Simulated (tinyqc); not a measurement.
Gas flow in a process chamber: flow regimes, conductance, effective pumping speed, pump-down, outgassing and purge: one step, computed by the program tinyqc. Command: `OMP_NUM_THREADS=1 python tinyqc.py 3121570 3121571 out.jsonl pump walk`. One thread of a shared host (Intel(R) Xeon(R) Processor @ 2.30GHz), about 0.06 s of CPU time with the checks.

Ideal gas, isothermal flow, a pump of constant speed at the end of a round pipe; process gas, volume gas and outgassing are given the same properties. 1 sccm = 101325 Pa x 1e-6 m^3/60 s x T/273.15 K.

Problem. Purging a well-mixed chamber. With steady flow a contaminant decays as exp(-t/residence time); gas used = flow x time.

Inputs (values chosen for the exercise, modelled on hydrogen near room temperature): temperature T = 293 K; process gas flow = 1100 sccm.

residence time = 0.3452689 s

Give: time to dilute 1e3 times; time to dilute 1e6 times; gas used for 1e6.

Solution.

time to dilute 1e3 times = 2.385 s

time to dilute 1e6 times = 4.770 s

gas used for 1e6 = 87.45 standard cm^3
